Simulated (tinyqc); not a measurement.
## Field length and prefactor from two substrate currents

Problem. For Em = (Vd - Vdsat)/l, Isub/Id = (Ai/Bi)(Vd - Vdsat) exp(-Bi l/(Vd - Vdsat)), and l = sqrt(3 tox xj). Find l, Ai and xj.

Inputs (values chosen for the exercise):
- tox = 27 nm (oxide thickness)
- Bi = 1.82 MV/cm (ionisation field)

Isub/Id at Vd - Vdsat = 2.7 and 3.7 V: 4.36637821e-6  2.25543262e-4

Solution. ln[Isub/(Id (Vd - Vdsat))] is linear in 1/(Vd - Vdsat) with slope -Bi l.

l = 199.2 nm
Ai = 2.000e6 1/cm
xj = 490.0 nm

Computed by the program tinyqc: `OMP_NUM_THREADS=1 python tinyqc.py 2550053 2550054 out.jsonl`, one thread of a shared Intel Xeon 2.30GHz, about 0.01 s for the whole run.
